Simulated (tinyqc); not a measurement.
Square-lattice Ising model by mean field, Bethe lattice, transfer matrix, exact enumeration and Monte Carlo steps: one step, computed by the program tinyqc. Command: `OMP_NUM_THREADS=1 python tinyqc.py 3013122 3013123 out.jsonl ising walk`. One thread of a shared host (Intel(R) Xeon(R) Processor @ 2.30GHz), about 0.07 s of CPU time with the checks.

H = -J sum over nearest pairs s_i s_j, s = +-1, no field, periodic boundaries; energies per site are in J. As a lattice gas or an alloy, s marks which species holds the site.

Problem. heat bath steps. h is the sum of the four neighbours. Set s = +1 if u < p = 1/(1 + exp(-2 K h)), else -1.

Inputs (values chosen for the exercise, for a model lattice): temperature T = 263 K.

Monte Carlo rule: heat bath.

start configuration, 5 x 5, rows and columns numbered from 1:
```
    1   2   3   4   5
1   1   1   1  -1  -1
2  -1   1  -1  -1   1
3   1   1   1  -1   1
4  -1  -1   1  -1   1
5   1   1  -1   1   1
```

Random draws:
```
step  row  column       u
1       2       5  0.3174
2       5       1  0.1143
3       1       5  0.5797
4       2       5  0.7280
5       3       5  0.9858
6       3       3  0.8987
7       2       3  0.8111
8       1       5  0.6580
9       2       2  0.5505
10      2       4  0.5785
11      1       2  0.7711
12      1       3  0.1593
13      1       3  0.4472
14      4       3  0.8868
```

K = 0.2541522

Give: Steps; configuration after the steps.

Solution.

Steps:
```
step  s before   h       p  s after
1            1  -2  0.2657       -1
2            1   2  0.7343        1
3           -1   0  0.5000       -1
4           -1  -2  0.2657       -1
5            1   0  0.5000       -1
6            1   0  0.5000       -1
7           -1   0  0.5000       -1
8           -1   0  0.5000       -1
9            1   0  0.5000       -1
10          -1  -4  0.1158       -1
11           1   2  0.7343       -1
12           1  -4  0.1158       -1
13          -1  -4  0.1158       -1
14           1  -4  0.1158       -1
```

configuration after the steps:
```
    1   2   3   4   5
1   1  -1  -1  -1  -1
2  -1  -1  -1  -1  -1
3   1   1  -1  -1  -1
4  -1  -1  -1  -1   1
5   1   1  -1   1   1
```

7 of the 14 steps changed a spin; the sum of spins went from 5 to -9.
